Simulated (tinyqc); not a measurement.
Phase shift across the band: Koster-Slater impurity in a tight-binding band, by Green functions and by supercells. Computed by tinyqc, a small Python program. Command: `OMP_NUM_THREADS=1 python tinyqc.py 3010918 3010919 out.jsonl kosterslater walk`. One thread of a shared host (Intel(R) Xeon(R) Processor @ 2.30GHz), about 0.06 s of CPU time with the checks.

One orbital per site, e(k) = -2 t sum cos(k_i) over 3 direction(s), band from -6 t to 6 t, lattice constant 1. One site has the extra energy U. Spin is left out.

Inputs (values chosen for the exercise, for a model band): hopping t = 0.54 eV; impurity potential U = -3.05 eV; broadening eta = 0.054 eV.

Lattice: simple cubic.

Method:
- Outside the band G0(E) = (1/pi) int_0^pi dk (2/(pi z)) K(16 t^2/z^2), z = E + 2 t cos k, K the complete elliptic integral with parameter m; 200 Gauss-Legendre points.
- A bound state solves 1/U = G0(E).
- Bisection in ln(distance from the edge) between 1e-5 t and |U| + t. Weight on the impurity site: -1/(U^2 dG0/dE), by a central difference with step min(1e-4 t, distance/30). Decay length along an axis: 1/arccosh(1 + distance/(2 t)).
- Inside the band G0(z), z = E + i eta, comes from the chain form 1/(sqrt(y - 2t) sqrt(y + 2t)) (principal roots) at y = z + 2 t cos k + 2 t cos k', averaged over k and k' in (0, pi) with 200 Gauss-Legendre points each.
- delta/pi = -arg(1 - U G0)/pi counts the states added below E (Friedel); host DOS = -Im G0/pi, DOS on the impurity = -Im[G0/(1 - U G0)]/pi; 13 evenly spaced energies from -(band edge + |U| + 2t) to +(band edge + |U| + 2t).

distance from the band edge = 0.453059 eV

level E_b = -3.69306 eV

Across the spectrum:
```
E (eV)   Re G0 (1/eV)  host DOS (1/eV)  DOS on the impurity (1/eV)  delta/pi
-7.3700      -0.14044          0.00035                      0.0011   0.00188
-6.1417      -0.17141          0.00053                      0.0023   0.00342
-4.9133      -0.22186          0.00094                      0.0090   0.00886
-3.6850      -0.32876          0.00255                      4.2173   0.53524
-2.4567      -0.49333          0.07025                      0.0993   0.70477
-1.2283      -0.54418          0.19632                      0.0494   0.60737
0.0000        0.00000          0.25879                      0.0362   0.37798
1.2283        0.54418          0.19632                      0.0185   0.19594
2.4567        0.49333          0.07025                      0.0104   0.08357
3.6850        0.32876          0.00255                      0.0006   0.00388
4.9133        0.22186          0.00094                      0.0003   0.00171
6.1417        0.17141          0.00053                      0.0002   0.00107
7.3700        0.14044          0.00035                      0.0002   0.00075
```

delta/pi starts and ends near zero (+0.002 and +0.001): the impurity moves states but creates none. delta/pi rises at the bound state below the band (-3.693 eV), reaches 0.70 among these rows (1 in the limit of small eta, just above the level) and is paid back by the top of the band.

Extremes, crossings and ranges named in words are read from the listed rows.
